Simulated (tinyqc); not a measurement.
Gate sweep: ballistic transport through the one-dimensional subbands of a rectangular nanowire or nanosheet channel. Computed by tinyqc, a small Python program. Command: `OMP_NUM_THREADS=1 python tinyqc.py 3004567 3004568 out.jsonl wire walk`. One thread of a shared host (Intel(R) Xeon(R) Processor @ 2.30GHz), about 0.03 s of CPU time with the checks.

Hard walls, parabolic subbands, transport along x. Energies are counted from the bulk conduction band edge at the top of the barrier, which the gate pulls down by U; the source Fermi level lies at the bulk edge when U = 0.

Inputs (values chosen for the exercise, modelled on silicon):
```
quantity                      value  unit
light mass m_t                 0.19   m_0
heavy mass m_l                 0.93   m_0
height a                        2.5    nm
width b                         3.3    nm
equivalent oxide thickness t    1.5    nm
drain voltage V_D              0.01     V
temperature T                   300     K
```

Valleys: silicon [100] wire.

Constants: hbar^2/(2 m_0) = 3.80998212 eV angstrom^2; k_B = 8.617333262e-05 eV/K; m_0 = 9.1093837015e-31 kg; k_B = 1.380649e-23 J/K; hbar = 1.054571817e-34 J s; eps_0 = 8.8541878128e-12 F/m; e = 1.602176634e-19 C; h = 6.62607015e-34 J s.

Method:
- E_pq = (hbar^2 pi^2/2)(p^2/(m_y b^2) + q^2/(m_z a^2)); valley pairs: (m_x, m_y, m_z) = (m_t, m_t, m_l), (m_t, m_l, m_t), (m_l, m_t, m_t), each with degeneracy g = 2; the 10 lowest subbands are kept.
- F_j(eta) = (1/Gamma(j + 1)) int_0^infinity x^j/(1 + exp(x - eta)) dx, F_0 = ln(1 + exp(eta)). Integrals over x = E/(k_B T) use 160 Gauss-Legendre points in u = sqrt(x) from 0 to sqrt(max(eta, 0) + 32).
- With degeneracy g = 2, eta_i = (U - E_i)/(k_B T) and u = e V_D/(k_B T): line density n = sum_i g sqrt(2 m_x k_B T/pi)/(2 hbar) [F_-1/2(eta_i) + F_-1/2(eta_i - u)]; gate: e n = C_ox (V_G - U/e), C_ox = 3.9 eps_0 2 (a + b)/t (flat-plate estimate); I = (2 e k_B T/h) sum_i g [F_0(eta_i) - F_0(eta_i - u)].
- Open modes are sum_i g/(1 + exp(-eta_i)). The last column is e dn/dV_G over C_ox, taken up to the next row.

Subbands:
```
valley axis  p  q  E (meV)  m_x (m_0)
z            1  1  246.429       0.19
y            1  1  353.786       0.19
z            1  2  440.510       0.19
y            2  1  465.173       0.19
x            1  1  498.393       0.93
y            3  1  650.817       0.19
z            1  3  763.976       0.19
z            2  1  791.638       0.19
y            4  1  910.719       0.19
z            2  2  985.718       0.19
```

Against the gate voltage:
```
V_G (V)  U (meV)    n (1/nm)  I (microampere)  open modes    C_g/C_ox
-0.054    -54.00  3.1033e-06       1.1723e-05  1.8244e-05  8.6917e-04
0.046      45.91  1.4797e-04       5.5891e-04  8.6979e-04  6.2181e-02
0.170     162.20  1.2999e-02       4.8697e-02  7.5345e-02  5.1068e-01
0.300     225.81  1.2365e-01       4.2992e-01  6.3591e-01  7.5037e-01
0.400     250.78  2.4872e-01       7.8981e-01  1.1223e+00  8.0694e-01
0.530     275.87  4.2357e-01       1.1791e+00  1.6137e+00  8.2576e-01
0.670     300.27  6.1625e-01       1.5003e+00  2.0155e+00  8.3717e-01
0.830     326.32  8.3951e-01       1.8355e+00  2.4623e+00  8.5668e-01
1.000     350.68  1.0822e+00       2.2298e+00  2.9955e+00  8.7648e-01
1.200     375.39  1.3744e+00       2.6983e+00  3.6078e+00           -
```

What does the comparison show, and why?

Between the first two rows the current rises one decade per 60 mV, against the limit ln(10) k_B T/e = 60 mV. Above threshold C_g/C_ox lies between 0.75 and 0.88: the quantum capacitance in series costs little, since heavy or many subbands hold the charge.

Extremes, crossings and ranges named in words are read from the listed rows.
